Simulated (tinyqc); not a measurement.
Depth and level of a trap from the time ratio.

Inverse problem. For an oxide trap tc/te = exp(E/Vt) with E = E0 - dpsi - (xt/tox)(Vg - VT - dpsi), dpsi being the rise of the surface potential above its value at threshold. Find xt and E0, and the depth that would be read if dpsi were ignored.

Parameters, values chosen for the exercise:
- T = 300 K (temperature)
- tox = 3.9 nm (insulator thickness)

Constants: q = 1.602176634e-19 C, kB = 1.380649e-23 J/K, Vt = kB T/q. Results are converted to the units shown.

Vg - VT (V): [0.82, 0.97]
tc/te: [1.4384082, 0.53501611]
dpsi (V): [0.096750650, 0.10145523]

Answer. E + dpsi is a straight line in the oxide voltage Vg - VT - dpsi with slope -xt/tox and intercept E0. Ignoring dpsi assigns the motion of the bands to the trap and overstates its depth.

xt = 0.5600 nm
E0 = 0.2100 eV
depth read without dpsi = 0.6648 nm

Program tinyqc, `OMP_NUM_THREADS=1 python tinyqc.py 2710126 2710127 out.jsonl`; Intel Xeon 2.30GHz, shared host, one thread, about 0.01 s.
